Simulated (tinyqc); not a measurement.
One share for all, or one for each: linear model of a band gap against the share of exact exchange.

E(alpha) = E0 + S alpha. A wider gap screens less, modelled in the Penn form eps(alpha) = 1 + (e0 - 1)(EP/(EP + S alpha))^2 with a scale EP chosen for the exercise. A dielectric-dependent hybrid takes alpha = 1/eps.

Errors of the gap (eV) against each target; e0, EP, S and the gaps are values chosen for the exercise.

Results:
```
case       E0 (eV)  S (eV)     e0  EP (eV)  target Et (eV)  alpha needed  error, alpha = 0  error, 0.25  error, self-consistent
like GaP      1.64    5.30  10.01     11.8            2.38         0.140             -0.74         0.58                   -0.16
like Ge       0.08    4.66  16.64      8.7            0.73         0.139             -0.65         0.52                   -0.35
like SiO2     5.78   10.35   2.53     29.8            8.96         0.307             -3.18        -0.59                    1.68
like MgO      4.52   10.47   3.30     27.0            7.93         0.326             -3.41        -0.79                    0.37
like GaAs     0.53    5.63  11.88     11.2            1.54         0.179             -1.01         0.40                   -0.50
like HfO2     4.13    8.57   5.04     16.9            5.89         0.205             -1.76         0.38                    0.27
like TiO2     1.89    8.20   8.10     12.1            3.25         0.166             -1.36         0.69                   -0.17
```

Mean absolute errors: 1.73, 0.57 and 0.50 eV for alpha = 0, 0.25 and the self-consistent value. A fixed quarter overshoots for GaP, Ge, GaAs, HfO2 and TiO2 and falls short for SiO2 and MgO; the alpha needed runs between 0.139 and 0.326 and its correlation with 1/e0 over these cases is 0.94.

(tinyqc, `OMP_NUM_THREADS=1 python tinyqc.py 1851038 1851039 out.jsonl`, Intel(R) Xeon(R) Processor @ 2.30GHz, 1 thread, shared host, about 0.01 s.)
